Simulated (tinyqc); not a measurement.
Filling against narrowing: heavy doping: band filling, gap narrowing, band tails and the effective intrinsic density. Computed by tinyqc, a small Python program. Command: `OMP_NUM_THREADS=1 python tinyqc.py 3011608 3011609 out.jsonl gapnarrow walk`. One thread of a shared host (Intel(R) Xeon(R) Processor @ 2.30GHz), about 0.03 s of CPU time with the checks.

An n-type crystal above its Mott density, with all dopants ionised: n = N_D - N_A, ionised centres N_I = N_D + N_A. Valleys are taken as spherical with mass m_e.

Inputs (values chosen for the exercise, modelled on germanium):

| quantity | value | unit |
|---|---|---|
| electron mass m_e | 0.222 | m_0 |
| valleys M_c | 4 | - |
| hole mass m_h | 0.337 | m_0 |
| dielectric constant eps | 16.3 | - |
| donor density N_D | 3.3e+19 | cm^-3 |
| compensation ratio N_A/N_D | 0 | - |
| temperature T | 150 | K |

Conduction band: parabolic.

Constants: a_0 = 0.529177210903 angstrom; Ry = 13.605693123 eV; hbar^2/(2 m_0) = 3.80998212 eV angstrom^2; k_B = 8.617333262e-05 eV/K; e = 1.602176634e-19 C; eps_0 = 8.8541878128e-12 F/m; e^2/(4 pi eps_0) = 14.39964548 eV angstrom.

Method:
- n = N_D (1 - ratio); Ry* = Ry m_e/eps^2, a* = a_0 eps/m_e; r_s = (3/(4 pi n))^(1/3)/a*; k_F = (3 pi^2 n/M_c)^(1/3); Mott density (0.26/a*)^3.
- n = M_c (1/(2 pi^2)) (m_e/(hbar^2/2m_0))^(3/2) int sqrt(E) f dE, f = 1/(1 + exp((E - E_F)/k_B T)); trapezoid rule in t = sqrt(E/k_B T), step 0.02 up to 12; E_F by bisection from the band edge.
- Screening: q^2 = (e/(eps eps_0)) dn/dE_F. Exchange lowers the conduction band by (1/pi) k_F e^2/(4 pi eps_0 eps) (T = 0 Hartree-Fock at k_F, taken as a rigid shift). Screening raises the valence band by (q/2) e^2/(4 pi eps_0 eps) (static Coulomb hole). The narrowing is the sum; electron correlation and carrier-ion shifts are left out. Root-mean-square potential of randomly placed ions: V_rms = (e^2/(4 pi eps_0 eps)) sqrt(2 pi N_I/q).
- n p/n_i^2 = exp(narrowing/k_B T) x (n/N) exp(-E_F/k_B T), N being the limit of n exp(-E_F/k_B T) far below the edge (taken at E_F = -12 k_B T); apparent narrowing = k_B T ln(n p/n_i^2).
- The compensation ratio is held.

n = 3.30e+19 cm^-3

Mott density = 2.99649e+17 cm^-3

Against carrier density (energies in meV):

| n (cm^-3) | E_F | narrowing | apparent narrowing | V_rms |
|---|---|---|---|---|
| 3.30e+18 | 2.49 | 28.730 | 24.716 | 18.640 |
| 6.60e+18 | 15.37 | 36.573 | 28.640 | 23.317 |
| 1.30e+19 | 31.50 | 44.839 | 29.545 | 29.685 |
| 2.30e+19 | 49.82 | 52.074 | 25.831 | 36.949 |
| 3.30e+19 | 64.87 | 56.837 | 20.211 | 42.668 |
| 5.30e+19 | 90.43 | 63.467 | 7.407 | 51.740 |
| 8.20e+19 | 121.90 | 70.120 | -11.767 | 61.928 |
| 1.30e+20 | 166.45 | 77.883 | -42.602 | 74.952 |

What does the comparison show, and why?

Narrowing grows with exponent 0.23 between the last rows (exchange goes as n^(1/3), the Coulomb hole as n^(1/6) in a degenerate parabolic band) and E_F with 0.68 (2/3 for a parabolic band at T = 0). The apparent narrowing peaks at 29.5 meV near 1.3e19 cm^-3 and then falls, as E_F grows faster than the narrowing. In rows with E_F below 2 k_B T the T = 0 exchange term is overstated. Where V_rms is above half of E_F, band tails blur the edge by more than small net shifts.

Extremes, crossings and ranges named in words are read from the listed rows.
